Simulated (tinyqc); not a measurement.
Small-signal admittance of a forward-biased p+-n diode: one step of the calculation.

Holes injected into a neutral base of width wb with an ohmic contact at its end; low injection, p0 far above the equilibrium density. A small voltage v exp(i w t), w = 2 pi f, modulates the edge density by p0 v/Vt, and the small-signal density obeys Dp d2p/dx2 = (1/tau + i w) p.

Task. The same by finite differences. 7 equal intervals, h = wb/7; u = small-signal density over its edge value, u_0 = 1, u_7 = 0; u_(i-1) + b u_i + u_(i+1) = 0 with b = -2 - h^2 (1/tau + i w)/Dp; Y = (q Dp p0/(Vt h)) (-b/2 - u_1), which includes the half box at the edge.

Inputs (values chosen for the exercise); permittivity close to that of silicon:
- T = 300 K (temperature)
- Dp = 10 cm^2/s (hole diffusion coefficient)
- tau = 2e-7 s (hole lifetime)
- wb = 2 um (width of the neutral base)
- p0 = 4.4e12 cm^-3 (excess hole density at the junction edge)
- f = 3.9e7 Hz (signal frequency)

Constants: q = 1.602176634e-19 C, kB = 1.380649e-23 J/K, Vt = kB T/q. Results are converted to the units shown.

Wanted: b; u; Y on the mesh.

Result.

b = -2.000-0.020i

| node | u |
|---|---|
| 1 | 0.8535-0.0367i |
| 2 | 0.7080-0.0564i |
| 3 | 0.5640-0.0620i |
| 4 | 0.4214-0.0563i |
| 5 | 0.2801-0.0422i |
| 6 | 0.1398-0.0225i |

Y on the mesh = 1.401+0.446i S/cm^2

Computed by the program tinyqc: `OMP_NUM_THREADS=1 python tinyqc.py 2890211 2890212 out.jsonl`, one thread of a shared Intel Xeon 2.30GHz, about 0.01 s for the whole run.
